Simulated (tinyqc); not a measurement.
# Worked calculation: p-type polysilicon, carrier trapping at grain boundaries

Computed by the program tinyqc: `OMP_NUM_THREADS=1 python tinyqc.py 2830120 2830121 out.jsonl`, one thread of a shared Intel Xeon 2.30GHz, about 0.01 s for the whole run. Printed values are rounded.

One-dimensional grains of size Lg, uniform ionised doping N, monovalent traps Qt at each boundary at a depth Et below (for electrons) or above (for holes) the band edge there, abrupt depletion of width W on each side of a boundary, Boltzmann statistics. xi is the distance from the band edge at the grain centre to the Fermi level. Trapped charge Qt/(1 + exp((xi + VB - Et)/Vt)) = 2 N W, barrier VB = q N W^2/(2 eps0 eps_r).

Inputs (values chosen for the exercise); values of the order met in polycrystalline silicon:
- T = 300 K (temperature)
- eps_r = 11.7 (relative permittivity)
- NB = 2.65e19 cm^-3 (valence-band density of states at T)
- Lg = 44 nm (grain size)
- Qt = 3.9e12 cm^-2 (trap density of a grain boundary)
- Et = 0.47 eV (depth of the trap level from the majority band edge at the boundary)
- ms = 0.31 m0 (mass for thermionic emission)
- fe = 0.25 (correction factor of the emission rate)
- mug = 230 cm^2/(V s) (mobility inside the grains)
- N = 3.1e18 cm^-3 (doping)

Constants: q = 1.602176634e-19 C, kB = 1.380649e-23 J/K, m0 = 9.1093837015e-31 kg, Vt = kB T/q, eps0 = 8.8541878128e-14 F/cm where lengths are in cm. Results are converted to the units shown.

## Starting value

W = 6.3 nm.

W at the start = 6.3 nm

## Iteration 1: new W

Partly depleted grain, xi = Vt ln(NB/N): f = 1/(1 + exp((xi + VB - Et)/Vt)), g = Qt f - 2 N W, g' = -2 Qt f (1 - f) VB/(W Vt) - 2 N, W(new) = W - g/g'.

VB = 0.0951456 V
f = 0.999996
g = -6.01681e9 cm^-2
g' = -6.20020e11 cm^-2/nm
W after iteration 1 = 6.29030 nm

## Iteration 2: new W

As before.

VB = 0.0948527 V
f = 0.999996
g = -1221.85 cm^-2
g' = -6.20019e11 cm^-2/nm
W after iteration 2 = 6.29030 nm

## Course of the iteration

Stop when the step is below 1e-10 nm, or after 40 iterations.

Course of the iteration:
```
iteration  W before the step (nm)  step (nm)
1                             6.3   -9.70e-3
2                         6.29030   -1.97e-9
3                         6.29030          0
```

Converged in 3 iterations.

## Depletion width, Fermi level and barrier

If the trap equation with xi = Vt ln(NB/N) has a root W < Lg/2, the grain is partly depleted; otherwise W = Lg/2 and the trap equation gives xi = Et - VB + Vt ln(Qt/(N Lg) - 1). N* = Qt/Lg.

N* = 8.86364e17 cm^-3
W = 6.29030 nm
xi = 0.0554717 V
VB = 0.0948527 V
share of traps filled = 0.999996

N is 3.50 N*, and the grain is partly depleted; VB = 3.67 Vt.

## Resistivity and effective mobility

n0 = NB exp(-xi/Vt); mean density n0 (1 - 2 W/Lg) by charge balance in a partly depleted grain, and n0 (sqrt(pi)/2) erf(u)/u with u = sqrt(VB/Vt) in a fully depleted one; v = sqrt(kB T/(2 pi ms m0)); barrier resistivity Vt exp(VB/Vt)/(q fe n0 v Lg); grain resistivity (1 - 2 W/Lg)/(q n0 mug); effective mobility 1/(q mean density total resistivity).

n0 = 3.1e18 cm^-3
mean density = 2.21364e18 cm^-3
v = 4.83156e6 cm/s
barrier resistivity = 0.384058 ohm cm
grain resistivity = 6.25094e-3 ohm cm
resistivity = 0.390309 ohm cm
effective mobility = 7.22393 cm^2/(V s)

The resistivity is 44.6 times that of a single crystal with the same N and mobility mug, and the mean density is 71.4 % of N.
